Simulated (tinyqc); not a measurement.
Worked calculation: Finnis-Sinclair potential for a bcc metal: fit to cohesion and elasticity, then vacancy, surfaces and structure. Computed by tinyqc, a small Python program that keeps every step. Command: `OMP_NUM_THREADS=1 python tinyqc.py 3113835 3113836 out.jsonl fsfit walk`. One thread of a shared host (Intel(R) Xeon(R) Processor @ 2.30GHz), about 0.01 s of CPU time with the checks. Intermediate numbers are printed to about 6 digits and carried at full precision; extremes and crossings named in words are read from the listed rows.

E = (1/2) sum V(r) - A sqrt(rho), rho = sum phi(r), phi = (r - d)^2 for r < d, V = (r - c)^2 (c0 + c1 r + c2 r^2) for r < c. In bcc the 8 first neighbours lie at sqrt(3) a/2 and the 6 second at a; both cut-offs lie below the third shell; Omega = a^3/2; E is per atom and z the number of atoms in a shell. The four constants A, c0, c1, c2 are fitted to E_c, zero pressure, B and C12 - C44 alone, so C44 and C11 - C12 are not matched singly; defects are unrelaxed.

Inputs (values chosen for the exercise, modelled on vanadium):

| quantity | value | unit |
|---|---|---|
| lattice constant a | 3.04 | angstrom |
| cohesive energy E_c | 5.39 | eV |
| target C11 | 222 | GPa |
| target C12 | 117 | GPa |
| target C44 | 42.9 | GPa |
| density cut-off d/a | 1.219 | - |
| pair cut-off c/a | 1.257 | - |

Constants: 1 eV/angstrom^3 = 160.2176634 GPa; 1 eV/angstrom^2 = 16.02176634 J/m^2.

## Density sums and the constant A

rho = sum z phi, rho1 = sum z r phi', rho2 = sum z r^2 phi''. At zero pressure the effective pair part V + 2 F' phi obeys C12 = C44, so C12 - C44 = F'' (rho1/3)^2/Omega with F'' = A/(4 rho^(3/2)); this gives A.

rho = 11.8708 angstrom^2

rho1 = -69.4872 angstrom^2

rho2 = 221.7984 angstrom^2

A = 1.98112 eV/angstrom

## Three linear equations for c0, c1, c2

With v_k = (r - c)^2 r^k the rows are (1/2) sum z v_k, (1/2) sum z r v_k' and (1/2) sum z r^2 v_k''. With rho1 = sum z r phi' and rho2 = sum z r^2 phi'' the right-hand sides are: -E_c + A sqrt(rho) (cohesion); A rho1/(2 sqrt(rho)) (zero pressure); 9 B Omega + A [rho2/(2 sqrt(rho)) - rho1^2/(4 rho^(3/2))] with B = (C11 + 2 C12)/3.

matrix:
```
                   c0       c1        c2
cohesion        7.482   20.444    56.089
pressure      -39.284  -88.783  -193.029
bulk modulus  110.899   96.096  -211.878
```

right-hand side (eV): 1.436  -19.978  125.237

## Solution

Solve the three equations.

c0, c1, c2 (eV/angstrom^2, eV/angstrom^3, eV/angstrom^4): -0.90780  1.48275  -0.39374

## Elastic constants of the fitted potential

Second differences of E with strains of 1e-4: e_xx gives C11, (e_xx, e_yy) = (1, -1) gives 2 (C11 - C12), an engineering shear gives C44. B and C12 - C44 are fitted; the one combination left tests the choice of d.

C11 = 225.774 GPa

C12 = 115.113 GPa

C44 = 41.0128 GPa

error of C44 = -4.39897 %

error of C' = (C11 - C12)/2 = 5.39188 %

C44 comes out low and C' high: with B and C12 - C44 fixed, C44 + 2 C'/3 is fixed too, so the two errors have opposite signs.

## Unrelaxed vacancy

E_v = -A sum_shells z [sqrt(rho - phi(r)) - sqrt(rho)] - (1/2) sum z V(r): the neighbours lose one bond each, and the atom is put back in the bulk.

V at the two shells (eV): 0.376821  -0.023846

phi at the two shells (angstrom^2): 1.15142  0.44324

vacancy energy E_v = 2.05194 eV

E_v/E_c = 0.380693

A pair potential would give E_v = E_c; the square root lowers the ratio to 0.38.

## Unrelaxed surfaces

An atom in layer i below the surface keeps only neighbours no higher than the top layer; gamma = sum_i (E_i + E_c)/(area per surface atom), with layer spacings a/2, a/sqrt2 and areas a^2, a^2/sqrt2 for (100) and (110).

Excess energy by layer (eV):

| face | layer 1 | layer 2 | layer 3 |
|---|---|---|---|
| (100) | 0.909604 | 0.140566 | 0 |
| (110) | 0.635538 | 0.000000 | 0 |

gamma(100) = 1.82063 J/m^2

gamma(110) = 1.55819 J/m^2

gamma(100)/gamma(110) = 1.17.

## bcc against fcc

E of each lattice against the volume per atom, as a multiple of Omega; all neighbours inside the cut-offs are summed.

Energies (eV/atom):

| V/Omega | bcc | fcc | fcc less bcc (meV) |
|---|---|---|---|
| 0.80 | -5.08425 | -4.94475 | 139.494 |
| 0.84 | -5.19947 | -5.01558 | 183.885 |
| 0.88 | -5.28569 | -5.07572 | 209.971 |
| 0.92 | -5.34490 | -5.12932 | 215.576 |
| 0.96 | -5.37903 | -5.17391 | 205.123 |
| 1.00 | -5.39000 | -5.21130 | 178.696 |
| 1.05 | -5.37392 | -5.23740 | 136.528 |
| 1.10 | -5.32798 | -5.23552 | 92.464 |
| 1.20 | -5.15953 | -5.15635 | 3.178 |

The lowest fcc row, at V/Omega = 1.05, lies +153 meV from the bcc minimum: the fit keeps bcc stable, though nothing in it asked for that.

Checks made by the program: B and C12 - C44 recovered (relative difference 2e-08).
